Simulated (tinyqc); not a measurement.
Stripping the layer step by step: sheet resistance and Hall data of a diffused or implanted layer. Computed by tinyqc, a small Python program. Command: `OMP_NUM_THREADS=1 python tinyqc.py 3030788 3030789 out.jsonl layer walk`. One thread of a shared host (Intel(R) Xeon(R) Processor @ 2.30GHz), about 0.02 s of CPU time with the checks.

Carriers are taken equal to the net active doping down to the junction (full ionisation, which deep dopants in wide-gap hosts do not reach; no spill-over, no depletion), and the Hall factor is 1.

Inputs (values chosen for the exercise, modelled on silicon in GaN):

| quantity | value | unit |
|---|---|---|
| mu_min | 55.4 | cm^2/(V s) |
| mu_max | 995 | cm^2/(V s) |
| N_ref | 2.1e+17 | 1/cm^3 |
| exponent alpha | 0.98 | - |
| peak concentration N_0 | 1.9e+20 | 1/cm^3 |
| length scale l | 84 | nm |
| background doping N_B (opposite type) | 2.4e+16 | 1/cm^3 |
| solubility limit N_s | 7.2e+19 | 1/cm^3 |

Profile: Gaussian at the surface. Activation: limited by solubility.

Constants: e = 1.602176634e-19 C.

Method:
- N(x) = N_0 exp(-x^2/l^2), dose N_0 l sqrt(pi)/2, junction x_j = l sqrt(ln(N_0/N_B)).
- Mobility mu = mu_min + (mu_max - mu_min)/(1 + (N_t/N_ref)^alpha), N_t = active doping + N_B; carriers n = active doping - N_B, active doping min(N, N_s).
- Integrals from x_0 (0 unless stated) to x_j by the midpoint rule on 400 even intervals: 1/R_s = e int n mu dx; sheet density n_s = int n dx; Hall sheet density (int n mu dx)^2/int n mu^2 dx; Hall mobility int n mu^2 dx/int n mu dx.
- After removing a depth d the integrals start at d. Differences between neighbouring rows give the local conductivity -d(1/R_s)/dx at the middle of the slice (the last slice uses one more step, not listed).

junction depth x_j = 251.674 nm

Differential sheet resistance:

| removed d (nm) | R_s (ohm) | slice conductivity (S/cm) | sigma at mid-slice (S/cm) |
|---|---|---|---|
| 0 | 124.1 | 674.28 | 674.25 |
| 25 | 156.9 | 674.25 | 674.25 |
| 50 | 213.3 | 674.24 | 674.25 |
| 75 | 333.0 | 591.26 | 604.89 |
| 100 | 655.8 | 320.28 | 314.96 |
| 125 | 1380.9 | 152.79 | 149.10 |
| 150 | 2922.3 | 73.27 | 71.45 |
| 175 | 6288.4 | 39.02 | 38.51 |

What does the comparison show, and why?

R_s doubles after removing between 50.0 and 75.0 nm of a layer 252 nm deep, so half the current flows above that depth. Where sigma exceeds a tenth of its largest listed value, the slice values agree with it within 3 %.

Extremes, crossings and ranges named in words are read from the listed rows.
